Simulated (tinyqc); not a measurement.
First phase against the interface composition: thermodynamics of metal silicides: hull, first phase, silicon consumed, nucleation and stability against SiO2. Computed by tinyqc, a small Python program. Command: `OMP_NUM_THREADS=1 python tinyqc.py 3005242 3005243 out.jsonl silphase walk`. One thread of a shared host (Intel(R) Xeon(R) Processor @ 2.30GHz), about 0.01 s of CPU time with the checks.

Entropies of formation of the solids are neglected, so heats stand for free energies. Si fractions: M5Si3 0.3750, MSi 0.5000, MSi2 0.6667.

Inputs (values chosen for the exercise, of the order of those of titanium silicides for heats and volumes only): heat of formation of M5Si3 = -70.4 kJ/mol atoms; heat of formation of MSi = -63.5 kJ/mol atoms; heat of formation of MSi2 = -45.5 kJ/mol atoms.

Phases: M5Si3, MSi, MSi2.

Method. Effective heat of formation: at the interface the mixture has the Si fraction x_e; the limiting element scales the heat, H_eff = H x_e/x if x_e < x, H (1 - x_e)/(1 - x) otherwise. The rule names the most negative as the first phase; its restriction to congruently melting phases is left out here.

H_eff (kJ/mol atoms):

| x_e | M5Si3 | MSi | MSi2 | first phase |
|---|---|---|---|---|
| 0.10 | -18.773 | -12.70 | -6.825 | M5Si3 |
| 0.20 | -37.547 | -25.40 | -13.650 | M5Si3 |
| 0.30 | -56.320 | -38.10 | -20.475 | M5Si3 |
| 0.36 | -67.584 | -45.72 | -24.570 | M5Si3 |
| 0.42 | -65.331 | -53.34 | -28.665 | M5Si3 |
| 0.48 | -58.573 | -60.96 | -32.760 | MSi |
| 0.54 | -51.814 | -58.42 | -36.855 | MSi |
| 0.60 | -45.056 | -50.80 | -40.950 | MSi |
| 0.66 | -38.298 | -43.18 | -45.045 | MSi2 |
| 0.75 | -28.160 | -31.75 | -34.125 | MSi2 |

What follows from these numbers?

Each phase is a triangle with its apex at its own composition. In order of x_e the first phase is M5Si3, then MSi, then MSi2. On either side of all three the ranking is that of H/x (Si-poor) or H/(1 - x) (Si-rich).
